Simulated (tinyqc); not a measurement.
Polytypes by hexagonality, and a cubic inclusion as a quantum well: one step. Gaps and band edges.

Gap: E3 + (E2 - E3) h. Valence top Ev2 h and polarisation P2 h, both counted from 3C; Ec = Ev + gap.

Inputs chosen for the exercise (of the order of those of InAs; the results hold for these values, not for the real material): E3 = 0.416 eV (gap of the cubic polytype); E2 = 0.46 eV (gap of 2H); Ev2 = 0.052 eV (valence top of 2H above that of 3C); P2 = 0.0019 C/m^2 (spontaneous polarisation of 2H).

Hexagonality:

| polytype | h/k string | h |
|---|---|---|
| 3C | kkk | 0.000000 |
| 21R | hkkhkkkhkkhkkkhkkhkkk | 0.285714 |
| 9R | hkhhkhhkh | 0.666667 |
| 4H | hkhk | 0.500000 |
| 2H | hh | 1.000000 |

Question. Evaluate for each polytype.

Give: a table of polytype, gap (eV), Ev (eV), Ec (eV), P (C/m^2).

Answer.

Results:

| polytype | gap (eV) | Ev (eV) | Ec (eV) | P (C/m^2) |
|---|---|---|---|---|
| 3C | 0.4160 | 0.0000 | 0.4160 | 0.00000 |
| 21R | 0.4286 | 0.0149 | 0.4434 | 0.00054 |
| 9R | 0.4453 | 0.0347 | 0.4800 | 0.00127 |
| 4H | 0.4380 | 0.0260 | 0.4640 | 0.00095 |
| 2H | 0.4600 | 0.0520 | 0.5120 | 0.00190 |

The widest gap is that of 2H, the narrowest that of 3C. Ev and Ec both rise with h, so 3C collects electrons and the more hexagonal side holes: a staggered line-up.

Program tinyqc; command `OMP_NUM_THREADS=1 python tinyqc.py 1881113 1881114 out.jsonl`; about 0.1 s on one thread of a shared Intel(R) Xeon(R) Processor @ 2.30GHz.
